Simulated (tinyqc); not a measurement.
Bulk resistivity and mean free path from two films.

Inverse problem. In the thick-film limit single-crystal films obey rho = rho0 (1 + 3 (1 - ps) lam/(8 d)). Find rho0, lam and the product rho0 lam.

Inputs (values chosen for the exercise):
- ps = 0 (specular share of surface scattering)

rho at d = 89 and 290 nm (uohm cm): [1.9666854, 1.7679828]

Answer. rho is a straight line in 1/d: the intercept is rho0 and the slope (3/8)(1 - ps) rho0 lam. Without ps only the product (1 - ps) lam could be found.

rho0 = 1.680 uohm cm
lam = 40.50 nm
rho0 lam = 68.04 uohm cm nm

tinyqc, about 0.01 s, one thread, Intel Xeon 2.30GHz (shared host): `OMP_NUM_THREADS=1 python tinyqc.py 2100164 2100165 out.jsonl`
